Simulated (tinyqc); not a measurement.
# From one set of inputs to another, one input at a time

Model: admittance spectroscopy and thermally stimulated current of one trap level in a depletion layer. Computed by tinyqc, a small Python program. Command: `OMP_NUM_THREADS=1 python tinyqc.py 3111204 3111205 out.jsonl admit ladder`. One thread of a shared host (Intel(R) Xeon(R) Processor @ 2.30GHz), about 0.02 s of CPU time with the checks.

A Schottky junction on n-type material holds one donor-like electron trap; shallow donors are fully ionised and abrupt depletion edges are assumed.

The inputs printed are set A. Set A is modelled on n-type 4H-SiC; the values taken over come from a set modelled on n-type GaN. Inputs not listed in the table keep their values of set A, so the rows need not describe a real material.

Inputs (values chosen for the exercise, modelled on n-type 4H-SiC):
```
quantity                         value    unit
dielectric constant eps           9.53       -
density-of-states mass m         0.766     m_0
shallow doping N               3.4e+16  1/cm^3
trap density N_t               1.5e+16  1/cm^3
trap depth E_t below the band    0.218      eV
capture cross section sigma    3.7e-14    cm^2
band bending V_b                   1.5       V
test frequency f                 40000      Hz
heating rate beta                 0.29     K/s
```

Constants: k_B = 1.380649e-23 J/K; m_0 = 9.1093837015e-31 kg; h = 6.62607015e-34 J s; k_B = 8.617333262e-05 eV/K; eps_0 = 8.8541878128e-12 F/m; e = 1.602176634e-19 C.

Method:
- N_c = 2 (2 pi m k_B T/h^2)^(3/2), v_th = sqrt(3 k_B T/m), emission rate e_n = sigma v_th N_c exp(-E_t/(k_B T)).
- Where the level crosses the Fermi level capture equals emission, so the trap follows the signal with the rate 2 e_n; G/omega peaks at omega = 2 e_n (the correction for large N_t/N is left out).
- Solve 2 e_n(T_p) = 2 pi f.
- With E_c - E_F = k_B T_p ln(N_c/N): lambda = sqrt(2 eps eps_0 (E_t - (E_c - E_F))/(e^2 N)); traps are empty and charged for x < x_t = w - lambda, and V_b = e (N w^2 + N_t x_t^2)/(2 eps eps_0). High frequency: C_hf = eps eps_0/w. Low frequency: C_lf = eps eps_0 (N + N_t)/(N w + N_t x_t).
- Thermally stimulated current without retrapping: filled share n(T) = exp(-(1/beta) int e_n dT), current proportional to e_n n; the peak obeys beta (E_t/(k_B T^2) + 2/T) = e_n(T). The integral starts at 0.5 T_m and uses 4000 trapezoid steps to 1.2 T_m.
- Chen's first-order estimate from the full width W = T_2 - T_1 between the half-height points: E = 2.52 k_B T_m^2/W - 2 k_B T_m.

Each row keeps all changes above it:
```
input moved                            from       to  peak temperature T_p (K)  peak temperature T_m (K)  C_hf (nF/cm^2)
set A                                     -        -                    151.97                     85.80          42.687
shallow doping N (1/cm^3)           3.4e+16  1.7e+15                    151.97                     85.80          15.842
test frequency f (Hz)                 40000    70000                    156.66                     85.80          15.957
capture cross section sigma (cm^2)  3.7e-14  6.5e-17                    237.80                    105.60          19.200
band bending V_b (V)                    1.5      1.7                    237.80                    105.60          18.361
trap depth E_t below the band (eV)    0.218     0.19                    211.86                     93.42          18.738
density-of-states mass m (m_0)        0.766      0.2                    237.31                     98.19          17.522
trap density N_t (1/cm^3)           1.5e+16  5.6e+14                    237.31                     98.19           9.068
```

Where does the difference come from?

Peak temperature T_p goes from 152 to 237, a factor 1.56 in all. The largest single move comes from capture cross section sigma (a factor 1.52), and trap depth E_t below the band works against it (a factor 0.891). Peak temperature T_m goes from 85.8 to 98.2, a factor 1.14 in all. The largest single move comes from capture cross section sigma (a factor 1.23), and trap depth E_t below the band works against it (a factor 0.885). C_hf goes from 42.7 to 9.07, a factor 0.212 in all. The largest single move comes from shallow doping N (a factor 0.371), and capture cross section sigma works against it (a factor 1.20). The single moves hold for this order of the switches; the total does not depend on the order.

Caution (all rows): N_t/N is not small, so the peak moves away from omega = 2 e_n.

Extremes, crossings and ranges named in words are read from the listed rows.
